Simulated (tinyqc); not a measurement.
# Electron mobility in a silicon inversion layer, empirical terms and Matthiessen rule: what changes with what

Inversion layer of sheet density Ns on a uniformly doped body. The mobility terms are empirical power laws with prefactors chosen for the exercise; adding their inverses (Matthiessen) is itself an approximation.

Values chosen for this exercise; material values close to those of silicon:
- T = 300 K (temperature)
- Eg = 1.1 eV (band gap)
- eps_r = 11.8 (relative permittivity of the semiconductor)
- Nc = 2.79e19 cm^-3 (conduction-band density of states at T)
- Nv = 2.69e19 cm^-3 (valence-band density of states at T)
- Nb = 3.6e17 cm^-3 (body doping)
- Vsb = 0.6 V (reverse body bias)
- eta = 0.5 (weight of the inversion charge in the effective field)
- Ap = 418 cm^2/(V s) (phonon-limited mobility at 1 MV/cm and 300 K)
- As = 767 cm^2/(V s) (roughness-limited mobility at 1 MV/cm)
- gs = 2 (exponent of the roughness term)
- Ac = 2100 cm^2/(V s) (Coulomb prefactor)
- Nit = 1.7e10 cm^-2 (charge at the interface)
- Ns = 5.9e12 cm^-2 (inversion density)

Constants: q = 1.602176634e-19 C, kB = 1.380649e-23 J/K, Vt = kB T/q, eps0 = 8.8541878128e-14 F/cm where lengths are in cm. Results are converted to the units shown.

Each table varies one quantity; the others keep the values above.

## Effect of the inversion density

ni = sqrt(Nc Nv) exp(-Eg/(2 Vt)), Eg in volts; Ndep = sqrt(2 eps0 eps_r Nb (2 Vt ln(Nb/ni) + Vsb)/q); E = q (Ndep + eta Ns)/(eps0 eps_r), in MV/cm. With t = T/(300 K): muC = Ac (Ns/1e12 cm^-2) t/(Nb/1e17 cm^-3 + Nit/1e11 cm^-2), muP = Ap E^(-1/3) t^(-1.75), muS = As E^(-gs); 1/mu is the sum of the inverses.

Effect of the inversion density:
```
Ns (cm^-2)  E (MV/cm)  muC (cm^2/(V s))  muP (cm^2/(V s))  muS (cm^2/(V s))  mu (cm^2/(V s))
2e11           0.4190             111.4             558.6              4368            90.95
3.6e11         0.4313             200.5             553.2              4123            142.1
6.3e11         0.4520             350.9             544.7              3754            201.9
1.1e12         0.4880             612.7             530.9              3220            261.4
2e12           0.5570              1114             508.0              2472            305.8
3.6e12         0.6797              2005             475.4              1660            312.1
6.3e12         0.8867              3509             435.1             975.4            277.1
1.1e13          1.247              6127             388.3             493.2            209.8
2e13            1.937           1.114e4             335.3             204.4            125.6
```

As Ns goes from 2e11 to 2e13 cm^-2, E rises from 0.419 to 1.94 MV/cm and mu goes from 90.9 through a maximum of 312 (at Ns = 3.6e12 cm^-2 among the rows listed) to 126 cm^2/(V s). The smallest term is the Coulomb one in the first row and the roughness one in the last. Screening lifts the Coulomb term as Ns grows while the field presses the carriers to the interface, hence the maximum. At Ns = 2e13 cm^-2 E passes 1.5 MV/cm, beyond the usual range of such laws.

## Effect of the reverse body bias

Same model as above.

The same in every row: muC (cm^2/(V s)) = 3286.5.

Effect of the reverse body bias:
```
Vsb (V)  E (MV/cm)  muP (cm^2/(V s))  muS (cm^2/(V s))  mu (cm^2/(V s))
0          0.76338            457.36            1316.2           307.65
0.4        0.82773            445.19            1119.5           290.38
0.8        0.88255            435.78            984.72           276.66
1.2        0.93114            428.06            884.63           265.19
1.6        0.97524            421.51            806.45           255.32
2           1.0159            415.81            743.20           246.62
2.4         1.0538            410.76            690.68           238.86
```

What does the comparison show?

As Vsb goes from 0 to 2.4 V, E rises from 0.763 to 1.05 MV/cm and mu falls from 308 to 239 cm^2/(V s). The phonon term is the smallest in the first and the last row.

tinyqc, about 0.01 s, one thread, Intel Xeon 2.30GHz (shared host): `OMP_NUM_THREADS=1 python tinyqc.py 2510006 2510007 out.jsonl`
